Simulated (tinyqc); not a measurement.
ESD clamp with bipolar snapback, compact model and design window: effect of the current gain of the parasitic npn.

The drain junction multiplies the current that enters it: Igen = (M - 1)(Ic + I0), M = 1/(1 - (Vj/BV)^n). The generated holes leave through the substrate resistance and the base of the parasitic npn: Igen = Vb/Rb + Ic/be, Ic = Is exp(Vb/Vt). Terminal current I = Ic + I0 + Igen and voltage V = Vj + I Ro, per width. Isothermal, constant gain.

For given Vb: Ic, Igen, M = 1 + Igen/(Ic + I0), Vj = BV (1 - 1/M)^(1/n), I and V. Vt1 is the maximum of V along the curve, Vh the following minimum, Vt2 the voltage at I = It2. It1 and Ih are the currents at Vt1 and Vh.

Inputs (values chosen for the exercise); values close to those of grounded-gate n-channel clamps: temperature T = 300 K; junction breakdown voltage BV = 7.4 V; exponent of the multiplication n = 3.9; saturation current Is = 2.6e-17 A/um; junction leakage I0 = 8.3e-11 A/um; substrate resistance Rb = 97000 ohm um; drain ballast and contact resistance Ro = 370 ohm um; failure current for 100 ns It2 = 5.2 mA/um.

Constants: q = 1.602176634e-19 C, kB = 1.380649e-23 J/K, Vt = kB T/q. Results are converted to the units shown.

The same in every row: Vt1 (V) = 7.401.

Result of one run:
```
It1 (uA/um)	Vh (V)	Ih (uA/um)	Vt2 (V)	Vt2 - Vt1 (V)
4.278	6.328	175.4	8.122	0.7202
```

Which current gain of the parasitic npn be gave this result: 1, 1.7, 4.9, 8.2 or 40?

be = 1.

The whole series:
```
be	It1 (uA/um)	Vh (V)	Ih (uA/um)	Vt2 (V)	Vt2 - Vt1 (V)
1	4.278	6.328	175.4	8.122	0.7202
1.7	4.278	5.904	220.7	7.664	0.2629
2.9	4.278	5.430	274.6	7.151	-0.2509
4.9	4.278	4.953	336.7	6.628	-0.7732
8.2	4.278	4.504	407.2	6.128	-1.274
14	4.278	4.080	491.1	5.642	-1.760
24	4.278	3.708	586.6	5.199	-2.203
40	4.278	3.411	686.0	4.828	-2.574
```

As be goes from 1 to 40, Vt1 stays near 7.40 V, It1 stays near 4.28 uA/um, Vh falls from 6.33 to 3.41 V and Vt2 falls from 8.12 to 4.83 V. Vt2 exceeds Vt1, the condition for all fingers to turn on, in 2 of the 8 rows. A higher gain needs less multiplication to hold, so Vh falls.

Program tinyqc, `OMP_NUM_THREADS=1 python tinyqc.py 2670144 2670145 out.jsonl`; Intel Xeon 2.30GHz, shared host, one thread, about 0.02 s.
